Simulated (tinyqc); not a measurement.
# Inputs raised by 2 %, one at a time

Model: classical Heisenberg spin chain: exact results, Metropolis, heat-bath and over-relaxation steps, and a Monte Carlo run. Computed by tinyqc, a small Python program. Command: `OMP_NUM_THREADS=1 python tinyqc.py 3130426 3130427 out.jsonl heismc sens`. One thread of a shared host (Intel(R) Xeon(R) Processor @ 2.30GHz), about 0.01 s of CPU time with the checks.

E = -J sum_i s_i . s_(i+1) for unit vectors s_i on an open chain; K = J/(k_B T).

Inputs (values chosen for the exercise, for a model chain of large moments): coupling J = 10 meV; temperature T = 271 K; moment mu = 2.8 mu_B.

Constants: k_B = 8.617333262e-05 eV/K; mu_B = 5.7883818060e-05 eV/T.

Method. Each bond angle is independent, so u = <s_i . s_(i+1)> = coth K - 1/K, <s_i . s_(i+n)> = u^n, correlation length xi = -1/ln|u|, energy per bond -J u, heat capacity per bond c/k_B = 1 - K^2/sinh^2 K, and for the long chain chi = mu^2 (1 + u)/(3 k_B T (1 - u)) per spin.

Runs:
```
input moved        from      to        u  heat capacity (k_B/bond)  chi (mu_B/T per spin)  xi (sites)
base run              -       -  0.14102                  0.058944              0.0086044     0.51051
coupling J (meV)     10    10.2  0.14377                  0.061236              0.0086529     0.51559
temperature T (K)   271  276.42  0.13832                  0.056734              0.0083894     0.50552
moment mu (mu_B)    2.8   2.856  0.14102                  0.058944              0.0089520     0.51051
```

Exponents ln(y'/y) / ln(x'/x):
```
input               u  heat capacity     chi      xi
coupling J      0.976          1.927   0.284   0.501
temperature T  -0.977         -1.930  -1.278  -0.496
moment mu       0.000          0.000   2.000   0.000
```

Which inputs matter most for each result?

Among the inputs moved here: u answers most in size to temperature T (exponent -0.977), and about equally to coupling J (+0.976); its exponent is below 0.0005 for moment mu. Heat capacity answers most in size to temperature T (exponent -1.930), and about equally to coupling J (+1.927); its exponent is below 0.0005 for moment mu. chi answers most in size to moment mu (exponent +2.000), next to temperature T (-1.278). xi answers most in size to coupling J (exponent +0.501), and about equally to temperature T (-0.496); its exponent is below 0.0005 for moment mu.
